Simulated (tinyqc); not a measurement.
Inside a calculation. Method: CIS on RHF in the sto-6g basis, for H6, spin multiplicity 1. One step of it, computed by the program tinyqc.

Problem. CIS matrix, triplets. A(ia,jb) = (e_a - e_i) d_ij d_ab - (ij|ab).

orbital energies (hartree): MO1 -0.665194, MO2 -0.551311, MO3 -0.387138, MO4 0.297406, MO5 0.633609, MO6 1.028804

Two-electron integrals over orbitals (pq|rs), unique and non-zero (hartree):
```
(11|11) 0.420938    (21|21) 0.129043    (22|11) 0.335183    (22|22) 0.383758
(31|11) 0.081142    (31|22) -0.044086   (31|31) 0.117629    (32|21) -0.115374
(32|32) 0.136882    (33|11) 0.379290    (33|22) 0.347331    (33|31) 0.035061
(33|33) 0.380663    (41|21) -0.043208   (41|32) -0.008447   (41|41) 0.081510
(42|11) -0.067061   (42|22) -0.002442   (42|31) -0.055335   (42|33) -0.011286
(42|42) 0.078232    (43|21) -0.071266   (43|32) 0.071014    (43|41) 0.013669
(43|43) 0.087533    (44|11) 0.381338    (44|22) 0.348872    (44|31) 0.033140
(44|33) 0.371638    (44|42) -0.021881   (44|44) 0.386337    (51|11) 0.007556
(51|22) 0.031676    (51|31) -0.027602   (51|33) -0.012871   (51|42) -0.034931
(51|44) -0.002597   (51|51) 0.050796    (52|21) 0.031316    (52|32) 0.002585
(52|41) -0.055190   (52|43) 0.037198    (52|52) 0.087581    (53|11) -0.073356
(53|22) -0.006700   (53|31) -0.059230   (53|33) -0.024481   (53|42) 0.073515
(53|44) -0.020438   (53|51) -0.028410   (53|53) 0.079149    (54|21) -0.117241
(54|32) 0.130482    (54|41) 0.001711    (54|43) 0.072403    (54|52) -0.000886
(54|54) 0.140232    (55|11) 0.351940    (55|22) 0.389022    (55|31) -0.032854
(55|33) 0.360635    (55|42) -0.008426   (55|44) 0.369124    (55|51) 0.031117
(55|53) -0.011230   (55|55) 0.414065    (61|21) 0.001631    (61|32) 0.018838
(61|41) -0.029667   (61|43) -0.046644   (61|52) -0.031634   (61|54) 0.015846
(61|61) 0.067510    (62|11) -0.011591   (62|22) -0.035097   (62|31) 0.025507
(62|33) 0.003095    (62|42) 0.030872    (62|44) 0.004832    (62|51) -0.046248
(62|53) 0.032716    (62|55) -0.034404   (62|62) 0.048661    (63|21) 0.045578
(63|32) 0.000356    (63|41) -0.076946   (63|43) -0.015955   (63|52) 0.055008
(63|54) 0.000387    (63|61) 0.028871    (63|63) 0.082357    (64|11) -0.083551
(64|22) 0.036549    (64|31) -0.112796   (64|33) -0.037151   (64|42) 0.057371
(64|44) -0.037742   (64|51) 0.024534    (64|53) 0.060245    (64|55) 0.036090
(64|62) -0.024815   (64|64) 0.122191    (65|21) -0.131834   (65|32) 0.120059
(65|41) 0.044031    (65|43) 0.075609    (65|52) -0.032494   (65|54) 0.126393
(65|61) -0.002404   (65|63) -0.050220   (65|65) 0.148736    (66|11) 0.449559
(66|22) 0.358801    (66|31) 0.087706    (66|33) 0.408461    (66|42) -0.074051
(66|44) 0.416203    (66|51) 0.008709    (66|53) -0.082759   (66|55) 0.386635
(66|62) -0.013768   (66|64) -0.096755   (66|66) 0.507514
```

Give: CIS matrix A, triplet.

Solution.

CIS matrix A, triplet (hartree), lower triangle:
```
         1>4     1>5      1>6      2>4      2>5      2>6     3>4     3>5
1>4   0.5813
1>5   0.0000  0.9469
1>6   0.0836  0.0000   1.2444
2>4   0.0000  0.1172   0.0000   0.4998
2>5   0.1172  0.0000   0.1318   0.0000   0.7959
2>6   0.0000  0.1318   0.0000  -0.0365   0.0000   1.2213
3>4  -0.0331  0.0000   0.1128   0.0000  -0.1305   0.0000  0.3129
3>5   0.0000  0.0329   0.0000  -0.1305   0.0000  -0.1201  0.0000  0.6601
3>6   0.1128  0.0000  -0.0877   0.0000  -0.1201   0.0000  0.0372  0.0000

        3>6
3>6  1.0075
```
